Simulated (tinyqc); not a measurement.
Warping of the constant-energy contours: six-band Luttinger-Kohn model.

Six-band Luttinger-Kohn model in the basis |3/2,3/2>, |3/2,1/2>, |3/2,-1/2>, |3/2,-3/2>, |1/2,1/2>, |1/2,-1/2>, electron energies, zero at the top of the unstrained valence band. H = -[rows: (P+Q, -S, R, 0, -S/r2, r2 R); (-S*, P-Q, 0, R, -r2 Q, r32 S); (R*, 0, P-Q, S, r32 S*, r2 Q); (0, R*, S*, P+Q, -r2 R*, -S*/r2); (-S*/r2, -r2 Q, r32 S, -r2 R, P+Dso, 0); (r2 R*, r32 S*, r2 Q, -S/r2, 0, P+Dso)], r2 = sqrt(2), r32 = sqrt(3/2). Levels are twofold.

P = c g1 k^2 - av tr(e); Q = c g2 (kx^2 + ky^2 - 2 kz^2) - (b/2)(exx + eyy - 2 ezz); R = c sqrt3 [-g2 (kx^2 - ky^2) + 2i g3 kx ky] + (sqrt3/2) b (exx - eyy) - i d exy; S = 2 c sqrt3 g3 (kx - i ky) kz - d (exz - i eyz); c = hbar^2/2m0, e the strain tensor (not engineering shear).

Constants: hbar^2/2m0 = 3.80998211 eV angstrom^2.

Inputs chosen for the exercise (near those of InSb; the results hold for these values, not for the real material): Dso = 0.822 eV (spin-orbit splitting); g1 = 34.96 (Luttinger gamma1); g2 = 15.47 (gamma2); g3 = 16.54 (gamma3); E_h = 15 meV (hole energy below the top).

No strain (e = 0). In the plane kz = 0, |k| where the top and second pairs lie E_h below the top, against the angle from [100]; m = c k^2/E_h.

Contours:
```
angle (degrees)  k top (1/angstrom)  k second (1/angstrom)  m top (m0)  m second (m0)
0                            0.0313                 0.0078       0.249          0.015
9                            0.0319                 0.0078       0.259          0.015
18                           0.0338                 0.0077       0.290          0.015
27                           0.0366                 0.0077       0.340          0.015
36                           0.0394                 0.0077       0.395          0.015
45                           0.0407                 0.0077       0.422          0.015
```

The heavy contour reaches 1.302 times as far along [110] as along [100], the light one 0.988 times. The warping follows g3 - g2 = 1.07 and would vanish for g2 = g3. Along [100] the heavy mass is 1/(g1 - 2 g2) = 0.249 at any energy, while the light one is 0.0153, against 1/(g1 + 2 g2) = 0.0152 at the edge, for E_h/Dso = 0.02.

Program tinyqc; command `OMP_NUM_THREADS=1 python tinyqc.py 1081490 1081491 out.jsonl`; about 0.05 s on one thread of a shared Intel(R) Xeon(R) Processor @ 2.30GHz.
